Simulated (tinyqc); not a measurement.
Width of the well: polar nitride quantum well with polarisation fields.

Growth along [0001]. e_par = (a_sub - a)/a, Ppz = 2 e_par (e31 - e33 C13/C33), P = Psp + Ppz in each layer; strain relaxation and the strain shift of the gaps are left out, although thick layers with more than about 1 % mismatch would relax.

In a periodic stack without free charge the potential drop over a period vanishes: F_w = (P_b - P_w) Lb/(eps0 (eps_w Lb + eps_b Lw)), F_b = -F_w Lw/Lb, eps0 = 8.8541878e-12 F/m; 1 MV/cm = 1e8 V/m = 0.01 V/angstrom.

Envelope functions on cells of 0.25 angstrom over barrier, well, barrier (widths Lb, Lw, Lb), psi = 0 beyond, psi'/m continuous (mean mass between points), c = hbar^2/2m0. With u(z) the integral of e F (F_w in the well, F_b = -F_w Lw/Lb in the barriers, 1 MV/cm = 0.01 V/angstrom), zero at the centre of the well, the electron sees u plus Vc in the barriers and the hole -u plus Vv. The transition is Eg + E_e + E_h; excitons are left out.

Constants: hbar^2/2m0 = 3.80998211 eV angstrom^2; hc = 1239.841984 eV nm.

Values chosen for the exercise (near those of an InGaN well in GaN; not measured data):
```
symbol  value                     unit      meaning
a_w     3.292                     angstrom  lattice constant a, well
a_b     3.189                     angstrom  lattice constant a, barrier
a_sub   3.189                     angstrom  in-plane lattice constant of the stack
Psp_w   -0.0281                   C/m^2     spontaneous polarisation
Psp_b   -0.0348                   C/m^2     spontaneous polarisation
e31_w   -0.346                    C/m^2
e31_b   -0.354                    C/m^2
e33_w   0.694                     C/m^2
e33_b   0.676                     C/m^2
C_w     0.302                               C13/C33
C_b     0.273                               C13/C33
eps_w   11.7                                dielectric constant
eps_b   10.2                                dielectric constant
Lb      40                        angstrom  barrier width
Eg      2.354                     eV        gap of the well
Vc      0.738                     eV        conduction offset
Vv      0.347                     eV        valence offset
me      0.162                     m0        electron, well
meb     0.2                       m0        electron, barrier
mh      1.6                       m0        hole, everywhere
Ls      (10, 14, 20, 28, 38, 50)  angstrom  well widths
```

Field, levels and overlap anew for each width.

Results:
```
Lw (angstrom)  F_w (MV/cm)  E (eV)  E without field (eV)  overlap^2  ln overlap^2
10                  -3.286  2.8251                2.8696      0.720         -0.33
14                  -3.067  2.6502                2.7299      0.600         -0.51
20                  -2.788  2.4581                2.6044      0.355         -1.03
28                  -2.486  2.2710                2.5147      0.128         -2.06
38                  -2.189  2.0937                2.4569     0.0241         -3.73
50                  -1.915  1.9285                2.4208    0.00212         -6.16
```

The red shift grows from 45 to 492 meV. The line drops below Eg between 20 and 28 angstrom, which a square well can never do. Over the last two rows dE/dLw = -13.8 meV per angstrom, against -|e F_w| = -19.2 in the last row; the field itself weakens by 42 % over the table, since a wider well shares the drop with the barrier. The overlap falls by a factor 339.

(tinyqc, `OMP_NUM_THREADS=1 python tinyqc.py 1252072 1252073 out.jsonl`, Intel(R) Xeon(R) Processor @ 2.30GHz, 1 thread, shared host, about 0.04 s.)
